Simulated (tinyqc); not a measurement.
One-dimensional ballistic tunnel FET, two-band WKB: two steps of the calculation.

A p-type source for x < 0 with its Fermi level at 0 and its valence edge at ds; in the channel the bands fall as D exp(-x/lam) towards their flat values, with the conduction edge at Ec = ds - dP and D = dP + Eg. The gate moves dP one to one. The drain Fermi level lies at -Vd and the drain side reflects nothing. For w = E - Ec between 0 and dP an electron crosses the gap. Two-band dispersion with equal masses m: inside the gap kappa = sqrt(m u (1 - u/Eg)/C), u the distance from a band edge, C = hbar^2/(2 m0).

Inputs (values chosen for the exercise); band and dielectric values those of a made-up semiconductor: temperature T = 300 K; band gap Eg = 0.374 eV; band-edge mass of the two-band model m = 0.017 m0; screening length of the source junction lam = 5.9 nm; source valence edge above the source Fermi level ds = 0.03 eV; drain bias Vd = 0.1 V; number of degenerate subbands (spin apart) g = 2; tunnelling window Ev(source) - Ec(channel) dP = 0.24 eV; energy above the channel conduction edge w0 = 0.11 eV; cells of the path nc = 9; points of the energy grid nE = 9.

Constants: q = 1.602176634e-19 C, kB = 1.380649e-23 J/K, hbar = 1.054571817e-34 J s, h = 6.62607015e-34 J s, m0 = 9.1093837015e-31 kg, Vt = kB T/q, hbar^2/(2 m0) = 0.0380998212 eV nm^2. Results are converted to the units shown.

Task 1. The path through the gap by the midpoint rule. At w = w0 the path runs from xa = lam ln(D/(w + Eg)) to xb = lam ln(D/w); u(x) = w + Eg - D exp(-x/lam) is the height above the valence edge. Cut it into nc equal cells: S = 2 (cell width) times the sum of kappa at the centres.

Wanted: xa; xb; x; u; kappa; S.

Result 1.

xa = 1.4037 nm
xb = 10.145 nm
x, cell 0 to 8 (nm): [1.8893, 2.8606, 3.8319, 4.8031, 5.7744, 6.7457, 7.7170, 8.6882, 9.6595]
u, cell 0 to 8 (eV): [0.03824, 0.10590, 0.16329, 0.21197, 0.25326, 0.28828, 0.31799, 0.34319, 0.36456]
kappa, cell 0 to 8 (1/nm): [0.12377, 0.18405, 0.20261, 0.20242, 0.19100, 0.17170, 0.14577, 0.11232, 0.06407]
S = 2.7151

Task 2. Current on a coarse grid. S(w) = 2 lam int_0^Eg kappa(u) du/(w + Eg - u) = 2 pi lam sqrt(m/(C Eg)) [w + Eg/2 - sqrt(w (w + Eg))], T(w) = exp(-S). I = g (2 q^2/h) int_0^dP T(w) [f(E) - f(E + Vd)] dw, E = ds - dP + w, f(x) = 1/(1 + exp(x/Vt)). Simpson's rule on nE equally spaced points.

Find: w; T(w); difference of the f; I.

Result 2.

w, point 0 to 8 (eV): [0.00000, 0.03000, 0.06000, 0.09000, 0.12000, 0.15000, 0.18000, 0.21000, 0.24000]
T(w), point 0 to 8: [5.1475e-4, 0.013183, 0.031202, 0.052783, 0.076367, 0.10091, 0.12571, 0.15032, 0.17444]
difference of the f, point 0 to 8: [0.013698, 0.042387, 0.12329, 0.30615, 0.56567, 0.73511, 0.69890, 0.47953, 0.23208]
I = 1.4911 uA

Range of the model: Where S is below about 2 the WKB prefactor of 1 is a rough guess.

Program tinyqc, `OMP_NUM_THREADS=1 python tinyqc.py 2620013 2620014 out.jsonl`; Intel Xeon 2.30GHz, shared host, one thread, about 0.01 s.
